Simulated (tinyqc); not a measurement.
Inside a calculation. Model: all-pass ring resonator.

Computed by the program tinyqc: `OMP_NUM_THREADS=1 python tinyqc.py 2650009 2650010 out.jsonl`, one thread of a shared Intel Xeon 2.30GHz, about 0.01 s for the whole run. Printed values are rounded.

A ring of length L = 2 pi Rr coupled to one bus waveguide: round-trip amplitude a = 10^(-al L/20), self-coupling t = sqrt(1 - k2). At detuning d from the resonance the round-trip phase is p = 2 pi d/FSR and the transmission T = (a^2 - 2 a t cos p + t^2)/(1 - 2 a t cos p + a^2 t^2). Lossless coupler, linear absorption only.

Parameters, values chosen for the exercise; values close to those of silicon waveguides:
- lam = 1310 nm (cold resonance wavelength)
- Rr = 7.5 um (ring radius)
- ng = 4.11 (group index)
- al = 16 dB/cm (propagation loss)
- k2 = 0.023 (power coupling)
- dT = 0.00019 1/K (thermo-optic change of the effective index)
- Rt = 2 K/mW (thermal resistance)
- fa = 0.73 (share of the loss that heats the ring)
- Pin = 0.86 mW (input power)
- dl = -17 pm (laser detuning from the cold resonance)

Constants: c = 299792458 m/s. Results are converted to the units shown.

## Resonance parameters

FSR = lam^2/(ng L), finesse F = pi sqrt(a t)/(1 - a t), FWHM = FSR/F, Q = lam/FWHM, Tmin = (a - t)^2/(1 - a t)^2, power build-up k2 a^2/(1 - a t)^2, optical bandwidth c/(lam Q).

a = 0.991357
t = 0.988433
FSR = 8.86053 nm
F = 154.642
FWHM = 57.2969 pm
Q = 22863.4
Tmin = -16.7489 dB
build-up = 55.8944
bandwidth = 10.0094 GHz

The ring is overcoupled; critical coupling needs k2 = 1 - a^2 = 0.0172.

## Iteration 1: thermal shift of the resonance

s at the start = 0 pm

T is the transmission at d = dl - s, p = 2 pi d/FSR; out = (lam dT/ng) Rt fa (1 - T) Pin; s(new) = out.

d = -17 pm
T = 0.276056
out = 55.0478 pm
s after iteration 1 = 55.0478 pm

## Iteration 2: thermal shift of the resonance

As before.

d = -72.0478 pm
T = 0.866336
out = 10.1636 pm
s after iteration 2 = 10.1636 pm

The value that enters this step is an overshoot, farther from the solution than the start was, so its intermediate quantities are not physical.

## Course of the iteration: thermal shift of the resonance

Stop when s changes by less than 1e-7 pm, or after 200 iterations.

Course of the iteration:
```
iteration	s (pm)	|change| (pm)
1	55.0478	55.0
2	10.1636	44.9
3	39.1949	29.0
4	15.3558	23.8
5	32.7097	17.4
6	18.5592	14.2
7	29.2972	10.7
8	20.6102	8.69
9	27.3303	6.72
...	...	...
79	24.2335	5.82e-7
80	24.2335	4.62e-7
81	24.2335	3.66e-7
82	24.2335	2.90e-7
83	24.2335	2.30e-7
84	24.2335	1.82e-7
85	24.2335	1.44e-7
86	24.2335	1.14e-7
87	24.2335	9.08e-8
```

Converged in 87 iterations. At the end each change is about 0.79 times the one before, with alternating sign: linear convergence. The equation has 1 root(s).
